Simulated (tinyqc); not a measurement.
Hubbard chain of 3 sites, step by step. Computed by tinyqc, a small Python program that keeps every step. Settings: hopping = 1.38, U = 6.9, mixing = 0.5, iteration cap = 85. Command: `OMP_NUM_THREADS=1 python tinyqc.py 22515 22516 out.jsonl` (the two numbers bound the seeds that draw the settings). One thread of a shared host (Intel(R) Xeon(R) Processor @ 2.60GHz), about 0.2 s of CPU time with the checks.

one-body matrix (hopping and site energies) (eV):
```
          1         2         3
1  -0.37000  -1.38000   0.00000
2  -1.38000   0.06000  -1.38000
3   0.00000  -1.38000  -0.47000
```

U = 6.90000 eV

electrons, up and down: 2  2

n(up) at the start (a guess, not normalised): 1 0.66700, 2 0.66700, 3 0.66700

n(down) at the start (a guess): 1 0.66700, 2 0.66700, 3 0.66700

Each step fills the lowest levels of T + U n(other spin) and sets n(new) = n + mixing (n(out) - n); stop when output and input agree to 1e-8.

Course of the cycle:

| iteration | E (eV) | largest \|n(out) - n(in)\| | mean \|n_up - n_down\| |
|---|---|---|---|
| 1 | 4.6030676 | 2.28e-01 | 0.00000 |
| 2 | 4.3056645 | 3.48e-02 | 0.00000 |
| 3 | 4.2987149 | 4.97e-03 | 0.00000 |
| 4 | 4.2985745 | 1.04e-03 | 0.00000 |
| 5 | 4.2985693 | 4.59e-04 | 0.00000 |
| 6 | 4.2985683 | 2.99e-04 | 0.00000 |
| 7 | 4.2985679 | 1.82e-04 | 0.00000 |
| 8 | 4.2985677 | 1.23e-04 | 0.00000 |
| 9 | 4.2985676 | 7.71e-05 | 0.00000 |
| 10 | 4.2985676 | 5.18e-05 | 0.00000 |
| 11 | 4.2985676 | 3.31e-05 | 0.00000 |
| ... | ... | ... | ... |
| 21 | 4.2985675 | 4.68e-07 | 0.00000 |
| 22 | 4.2985675 | 3.06e-07 | 0.00000 |
| 23 | 4.2985675 | 2.00e-07 | 0.00000 |
| 24 | 4.2985675 | 1.30e-07 | 0.00000 |
| 25 | 4.2985675 | 8.50e-08 | 0.00000 |
| 26 | 4.2985675 | 5.55e-08 | 0.00000 |
| 27 | 4.2985675 | 3.62e-08 | 0.00000 |
| 28 | 4.2985675 | 2.37e-08 | 0.00000 |
| 29 | 4.2985675 | 1.54e-08 | 0.00000 |
| 30 | 4.2985675 | 1.01e-08 | 0.00000 |
| 31 | 4.2985675 | 6.58e-09 | 0.00000 |

Can the last value be used, and what does the course show?

No, though the log alone does not show it. Converged in 31 iterations. But random starts reach 3.77649 eV, so this is another stationary point, not the lowest one. Reruns (cap 100 unless said): mixing 0.2: converged in 48 to a higher stationary point (E = 4.29857); mixing 0.9: not converged. Before convergence this energy mixes input and output and is not variational, so it may rise towards its limit.
